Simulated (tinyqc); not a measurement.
# From one set of inputs to another, one input at a time

Model: grain growth, pinning, strength and diffusional creep of a polycrystal or thin film. Computed by tinyqc, a small Python program. Command: `OMP_NUM_THREADS=1 python tinyqc.py 3023341 3023342 out.jsonl grain ladder`. One thread of a shared host (Intel(R) Xeon(R) Processor @ 2.30GHz), about 0.01 s of CPU time with the checks.

One mean grain size d describes the structure.

The inputs printed are set A. Set A is modelled on polycrystalline silicon; the values taken over come from a set modelled on tungsten. Inputs not listed in the table keep their values of set A, so the rows need not describe a real material.

Inputs (values chosen for the exercise, modelled on polycrystalline silicon):
```
quantity                                    value        unit
shear modulus G                              70.5         GPa
Burgers vector b                             3.84    angstrom
atomic volume Omega                         20.02  angstrom^3
boundary energy gamma                        0.64       J/m^2
mobility prefactor M0                     8.2e-07   m^4/(J s)
activation energy of boundary motion Q_m     2.94          eV
anneal temperature T                         1269           K
anneal time t                                1300           s
initial grain size d0                          69          nm
particle volume fraction f                0.00018           -
particle radius r                              12          nm
film thickness h                             1900          nm
surface energy gamma_s                        1.8       J/m^2
friction stress sigma_0                       290         MPa
Hall-Petch slope k_y                         0.32   MPa m^0.5
lattice diffusion energy Q_l                  4.8          eV
boundary diffusion energy Q_b                2.61          eV
lattice prefactor D0                      4.1e-05       m^2/s
boundary prefactor delta D0b              1.7e-15       m^3/s
applied stress sigma                           22         MPa
service temperature T_c                       630           K
```

Sample: thin film on a substrate.

Constants: k_B = 8.617333262e-05 eV/K; k_B = 1.380649e-23 J/K.

Method:
- M = M0 exp(-Q_m/(k_B T)). The driving pressure is 2 gamma/d. Zener pinning pressure 3 f gamma/(2 r) stops growth at d_Z = 4 r/(3 f). Grooves where boundaries meet the surface have the angle theta = arcsin(gamma/(2 gamma_s)) and are taken to stop growth at d_h = h/(2 theta), a few film thicknesses; the limit is 1/d_lim = 1/d_Z + 1/d_h.
- dd/dt = 2 M gamma (1/d - 1/d_lim) integrates to 2 M gamma t = d_lim (d0 - d) + d_lim^2 ln[(d_lim - d0)/(d_lim - d)]; without pinning d^2 = d0^2 + 4 M gamma t.
- Hall-Petch term k_y/sqrt(d). Orowan term 3.06 x 0.4 G b ln(2 rbar/b)/(pi lambda sqrt(1 - nu)) with nu = 1/3, rbar = sqrt(2/3) r, lambda = rbar (sqrt(pi/f) - 2). Film term (threading dislocation, matched substrate, the geometry of an fcc (111) film taken for all cases): 3.464 G b ln(2 h/b)/(4 pi (1 - nu) h). The terms are added to sigma_0.
- Nabarro-Herring rate = 14 sigma Omega D_l/(k_B T d^2), D_l = D0 exp(-Q_l/(k_B T)); Coble rate = 14 pi sigma Omega delta D_b/(k_B T d^3), delta D_b = delta D0b exp(-Q_b/(k_B T)); they are equal at d_x = pi delta D_b/D_l.

Each row keeps all changes above it:
```
input moved                                    from    to  limit d_lim (nm)  yield stress (MPa)  time to 1 % strain (s)
set A                                             -     -            5015.4              1385.7              2.1251e+12
initial grain size d0 (nm)                       69    28            5015.4              1512.3              1.0406e+12
Hall-Petch slope k_y (MPa m^0.5)               0.32  0.73            5015.4              2958.0              1.0406e+12
service temperature T_c (K)                     630  1578            5015.4              2958.0              7.4590e-01
activation energy of boundary motion Q_m (eV)  2.94  5.02            5015.4              4746.6              3.1463e-02
anneal time t (s)                              1300   200            5015.4              4746.6              3.1463e-02
boundary diffusion energy Q_b (eV)             2.61  3.83            5015.4              4746.6              2.1157e+02
film thickness h (nm)                          1900    89             248.3              5464.5              2.1157e+02
```

Where does the difference come from?

Limit d_lim goes from 5020 to 248, a factor 0.0495 in all. The largest single move comes from film thickness h (a factor 0.0495). Yield stress goes from 1390 to 5460, a factor 3.94 in all. The largest single move comes from Hall-Petch slope k_y (a factor 1.96). Time to 1 % strain goes from 2.13e12 to 212, a factor 9.96e-11 in all. The largest single move comes from service temperature T_c (a factor 7.17e-13), and boundary diffusion energy Q_b works against it (a factor 6720). The single moves hold for this order of the switches; the total does not depend on the order.

Caution (all rows): silicon is brittle except at high temperature, so these strengthening laws for metals do not give its real strength. Caution (all rows): the grains are smaller than the film is thick, so they are not columnar, and the groove drag and film term are overstated. Caution (rows set A, initial grain size d0, Hall-Petch slope k_y): the time to 1 % strain exceeds a century, so diffusional creep is negligible in practice. Caution (rows service temperature T_c, activation energy of boundary motion Q_m, anneal time t, boundary diffusion energy Q_b, film thickness h): T_c is above the anneal temperature, so the grains would go on growing in service. Caution (rows activation energy of boundary motion Q_m, anneal time t, boundary diffusion energy Q_b, film thickness h): below about 30 nm grains hold no pile-ups and the Hall-Petch line bends over.

Extremes, crossings and ranges named in words are read from the listed rows.
